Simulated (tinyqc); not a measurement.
Abrupt p-n junction, non-linear Poisson equation by Newton steps: one step of the calculation.

One dimension, p side on the left, n side on the right; net doping C = -Na for x < 0 and +Nd for x > 0. The potential psi is counted from the intrinsic level, and the quasi-Fermi potentials are flat: 0 for holes and -V for electrons, so n = ni exp((psi + V)/Vt) and p = ni exp(-psi/Vt) (Boltzmann statistics, full ionisation, no current). Under reverse bias this makes the minority densities vanishingly small everywhere; they play no part in the charge.

Problem. Converged densities, field and charge. n and p as above; field E_i = -(psi_(i+1) - psi_i)/h_i on each interval; charge on either side of the peak Q = eps0 eps_r |E|max (Gauss).

Values chosen for this exercise; band and dielectric values close to those of 4H silicon carbide:
- T = 350 K (temperature)
- eps_r = 9.84 (relative permittivity)
- V = -7.3 V (bias of the p side against the n side)

Constants: q = 1.602176634e-19 C, kB = 1.380649e-23 J/K, Vt = kB T/q, eps0 = 8.8541878128e-14 F/cm where lengths are in cm. Results are converted to the units shown.

x, node 0 to 12 (nm): [-1930, -1090, -573, -255, -60, 60, 195, 345, 515, 704, 917, 1160, 1420]
converged psi, node 0 to 12 (V): [-1.3922086, -1.3812337, -0.2135745, 1.9451008, 3.8114927, 5.1651013, 6.4251938, 7.4990462, 8.3009209, 8.6746071, 8.7014294, 8.7024699, 8.7025025]
net doping C, node 0 to 12 (cm^-3): [-5.9e15, -5.9e15, -5.9e15, -5.9e15, -5.9e15, 8.3e15, 8.3e15, 8.3e15, 8.3e15, 8.3e15, 8.3e15, 8.3e15, 8.3e15]
ni = 5.2957840e-5 cm^-3

Find: n; p; field E; peak |E|; charge Q.

Solution.

n, node 0 to 12 (cm^-3): [3.6445e-130, 5.2440e-130, 3.4137e-113, 4.1379e-82, 3.1020e-55, 9.6104e-36, 1.3405e-17, 0.038911, 1.3695e10, 3.2916e15, 8.0099e15, 8.2910e15, 8.3000e15]
p, node 0 to 12 (cm^-3): [5.9000e15, 4.1003e15, 0.062989, 5.1965e-33, 6.9319e-60, 2.2374e-79, 1.6040e-97, 5.5261e-113, 1.5701e-124, 6.5326e-130, 2.6845e-130, 2.5935e-130, 2.5907e-130]
field E, interval 0 to 11 (kV/cm): [-0.13, -22.59, -67.88, -95.71, -112.80, -93.34, -71.59, -47.17, -19.77, -1.26, -0.04, 0.00]
peak |E| = 112.80 kV/cm
charge Q = 98.278 nC/cm^2

Program tinyqc, `OMP_NUM_THREADS=1 python tinyqc.py 2000157 2000158 out.jsonl`; Intel Xeon 2.30GHz, shared host, one thread, about 0.02 s.
